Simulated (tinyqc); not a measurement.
Resonant-tunnelling diode, transfer matrices and Tsu-Esaki current: one step of the calculation.

Emitter (band edge 0), barrier d1, well Lw, barrier d2, collector (edge -V). The bias drops linearly over these layers and none in the contacts; each layer is cut into ns equal slices, flat at the value of their centres. E is the energy of motion across the layers, C = hbar^2/(2 m0), psi and psi'/m are continuous. Transport is coherent, T(E) is taken as independent of the transverse momentum, and charge in the well is ignored.

Task. Running product of the slice matrices at the trial energy. For the pair (psi, psi'/m) a flat layer has M = [[cos kd, (m/k) sin kd], [-(k/m) sin kd, cos kd]] with k = sqrt(m (E - U)/C) above its edge U, and M = [[cosh Kd, (m/K) sinh Kd], [(K/m) sinh Kd, cosh Kd]] with K = sqrt(m (U - E)/C) below it. Later slices stand to the left. With M acting on (psi, psi'/m) and v = k/m in each lead, T(E) = 4 vL vR/[(vL vR M12 - M21)^2 + (vR M11 + vL M22)^2]. vL = sqrt(mw E/C)/mw, vR = sqrt(mw (E + V)/C)/mw.

Parameters, values chosen for the exercise; masses and offsets close to those of InGaAs wells and AlAs barriers: mass in the well, spacer and contacts mw = 0.041 m0; slices in each layer ns = 3; bias of the collector V = 0.26 V; trial energy E = 0.02632 eV.

Constants: q = 1.602176634e-19 C, hbar = 1.054571817e-34 J s, m0 = 9.1093837015e-31 kg, hbar^2/(2 m0) = 0.0380998212 eV nm^2. Results are converted to the units shown.

```
slice,U (eV),m (m0),width (nm)
0,1.1934591,0.15,0.26666667
1,1.1803774,0.15,0.26666667
2,1.1672956,0.15,0.26666667
3,-0.0694969,0.041,1.2333333
4,-0.1300000,0.041,1.2333333
5,-0.1905031,0.041,1.2333333
6,0.9727044,0.15,0.26666667
7,0.9596226,0.15,0.26666667
8,0.9465409,0.15,0.26666667
```

Wanted: Product after each layer; T(E).

Result.

Product after each layer:
```
,M11,M12 (nm),M21 (1/nm),M22
barrier d1,2.8517,0.18722,37.806,2.8327
well,4.3633,0.32143,-33.404,-2.2316
barrier d2,4.8458,0.39660,42.482,3.6832
```

T(E) = 0.032057

tinyqc, about 0.1 s, one thread, Intel Xeon 2.30GHz (shared host): `OMP_NUM_THREADS=1 python tinyqc.py 2600059 2600060 out.jsonl`
